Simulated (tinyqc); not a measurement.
Phonon and roughness prefactors from two fields.

Problem. At 300 K and high field 1/mu = E^(1/3)/Ap + E^gs/As, E in MV/cm. Find Ap and As.

Inputs (values chosen for the exercise): exponent of the roughness term gs = 2.

mu at E = 0.52 and 1.07 MV/cm (cm^2/(V s)): 446.08784  242.32359

Answer. Two linear equations in 1/Ap and 1/As.

Ap = 444.0 cm^2/(V s)
As = 628.0 cm^2/(V s)

Numbers from tinyqc (`OMP_NUM_THREADS=1 python tinyqc.py 2510076 2510077 out.jsonl`; about 0.01 s on one thread of a shared Intel Xeon 2.30GHz).
